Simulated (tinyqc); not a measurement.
Mass anisotropy: shallow donor in an anisotropic valley (effective-mass theory).

One valley: H = -c [(d2/dx2 + d2/dy2)/mt + (d2/dz2)/ml] - q/(eps r), c = hbar^2/2m0, q = e^2/(4 pi eps0). Trial function exp(-sqrt((x^2 + y^2)/a^2 + z^2/b^2)) with a > b: T = (c/3)(2/(mt a^2) + 1/(ml b^2)), V = -(q/eps) atan(u/b)/u, u = sqrt(a^2 - b^2). The central cell of the impurity is left out.

Constants: hbar^2/2m0 = 3.80998211 eV angstrom^2; e^2/(4 pi eps0) = 14.39964547 eV angstrom; Ry = 13.60569312 eV; a0 (Bohr radius) = 0.5291772105 angstrom.

Inputs chosen for the exercise (out of a larger set: near those of AlAs; not measured data): mt = 0.197 m0 (transverse mass); eps = 10 (dielectric constant); xs = (1.3, 2, 2.7, 6.1, 8.6, 28, 60, 210) (ratios ml/mt).

mt and eps fixed, ml varied. Energies in units of Ry*(mt) = Ry mt/eps^2 and lengths in a*(mt) = a0 eps/mt; the last two columns use one mass, 3/(1/ml + 2/mt) or (ml mt^2)^(1/3).

Results:
```
ml/mt   a/a*    b/a  binding  conductivity mass  density-of-states mass
1.30   0.947  0.911    1.089              1.083                   1.091
2.00   0.870  0.782    1.241              1.200                   1.260
2.70   0.824  0.703    1.350              1.266                   1.392
6.10   0.722  0.529    1.654              1.386                   1.827
8.60   0.687  0.470    1.783              1.418                   2.049
28.0   0.598  0.313    2.206              1.474                   3.037
60.0   0.557  0.241    2.454              1.488                   3.915
210    0.511  0.158    2.801              1.496                   5.944
```

What does the comparison show?

The binding grows from 1.09 to 2.80 Ry*(mt); for ml going to infinity the exact problem becomes two-dimensional, with 4 Ry*. The conductivity mass saturates at 1.5 and underbinds, by 16 % at ml/mt = 6.1; the density-of-states mass errs by +10 % there and by +112 % in the last row. With these mt and eps one unit is 26.80 meV.

(tinyqc, `OMP_NUM_THREADS=1 python tinyqc.py 1251775 1251776 out.jsonl`, Intel(R) Xeon(R) Processor @ 2.30GHz, 1 thread, shared host, about 0.01 s.)
